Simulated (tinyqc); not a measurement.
Worked calculation: RKS/B3LYP (VWN-RPA form) in the 6-31g basis, for H2, spin multiplicity 1. One step of it, computed by the program tinyqc.

Problem. Iteration 1: building the Kohn-Sham matrix. J_ij = sum D_kl (ij|kl), K_ij = sum D_kl (ik|jl); F = H + J - 0.1 K + V_xc; E = tr D H + tr D J / 2 - 0.05 tr D K + E_xc + E_nn.

D at the start, order 1H 1s, 1H 2s, 2H 1s, 2H 2s:
$$\begin{pmatrix}
2.619125 & -4.227014 & -2.619125 & 4.227014 \\
-4.227014 & 6.821988 & 4.227014 & -6.821988 \\
-2.619125 & 4.227014 & 2.619125 & -4.227014 \\
4.227014 & -6.821988 & -4.227014 & 6.821988
\end{pmatrix}$$

core Hamiltonian H = T + V (hartree), order 1H 1s, 1H 2s, 2H 1s, 2H 2s:
$$\begin{pmatrix}
-1.038728 & -0.958527 & -0.944616 & -0.844606 \\
-0.958527 & -0.947952 & -0.844606 & -0.891169 \\
-0.944616 & -0.844606 & -1.038728 & -0.958527 \\
-0.844606 & -0.891169 & -0.958527 & -0.947952
\end{pmatrix}$$

Two-electron integrals (ij|kl) in chemists' order, unique and non-zero (hartree):
```
(11|11) 1.076566   (21|11) 0.578470   (21|21) 0.329423   (22|11) 0.587396
(22|21) 0.361304   (22|22) 0.453150   (31|11) 0.492717   (31|21) 0.277957
(31|22) 0.299363   (31|31) 0.278512   (32|11) 0.383869   (32|21) 0.230287
(32|22) 0.272559   (32|31) 0.235671   (32|32) 0.219080   (33|11) 0.717706
(33|21) 0.434337   (33|22) 0.514907   (33|31) 0.492717   (33|32) 0.467174
(33|33) 1.076566   (41|11) 0.467174   (41|21) 0.266760   (41|22) 0.293824
(41|31) 0.235671   (41|32) 0.198407   (41|33) 0.383869   (41|41) 0.219080
(42|11) 0.501412   (42|21) 0.309738   (42|22) 0.392218   (42|31) 0.273393
(42|32) 0.257372   (42|33) 0.501412   (42|41) 0.257372   (42|42) 0.353675
(43|11) 0.434337   (43|21) 0.264571   (43|22) 0.321762   (43|31) 0.277957
(43|32) 0.266760   (43|33) 0.578470   (43|41) 0.230287   (43|42) 0.309738
(43|43) 0.329423   (44|11) 0.514907   (44|21) 0.321762   (44|22) 0.418340
(44|31) 0.299363   (44|32) 0.293824   (44|33) 0.587396   (44|41) 0.272559
(44|42) 0.392218   (44|43) 0.361304   (44|44) 0.453150
```

nuclear repulsion = 0.80667258 hartree

V_xc (hartree), order 1H 1s, 1H 2s, 2H 1s, 2H 2s:
$$\begin{pmatrix}
-0.506645 & -0.229315 & -0.264487 & -0.182685 \\
-0.229315 & -0.222959 & -0.182685 & -0.194842 \\
-0.264487 & -0.182685 & -0.506645 & -0.229315 \\
-0.182685 & -0.194842 & -0.229315 & -0.222959
\end{pmatrix}$$

E_xc = sum of w rho eps_xc = -0.67213853 hartree

Give: Coulomb J; exchange K; Kohn-Sham matrix F; total energy of this density.

Solution.

Coulomb J (hartree), order 1H 1s, 1H 2s, 2H 1s, 2H 2s:
$$\begin{pmatrix}
1.4295 & 0.8109 & 0.7614 & 0.6742 \\
0.8109 & 0.9264 & 0.6742 & 0.8349 \\
0.7614 & 0.6742 & 1.4295 & 0.8109 \\
0.6742 & 0.8349 & 0.8109 & 0.9264
\end{pmatrix}$$

exchange K (hartree), order 1H 1s, 1H 2s, 2H 1s, 2H 2s:
$$\begin{pmatrix}
0.4869 & 0.1182 & 0.0245 & 0.1090 \\
0.1182 & 0.0755 & 0.1090 & 0.0630 \\
0.0245 & 0.1090 & 0.4869 & 0.1182 \\
0.1090 & 0.0630 & 0.1182 & 0.0755
\end{pmatrix}$$

Kohn-Sham matrix F (hartree), order 1H 1s, 1H 2s, 2H 1s, 2H 2s:
$$\begin{pmatrix}
-0.1645 & -0.3888 & -0.4501 & -0.3640 \\
-0.3888 & -0.2521 & -0.3640 & -0.2574 \\
-0.4501 & -0.3640 & -0.1645 & -0.3888 \\
-0.3640 & -0.2574 & -0.3888 & -0.2521
\end{pmatrix}$$

total energy of this density = 1.889113 hartree
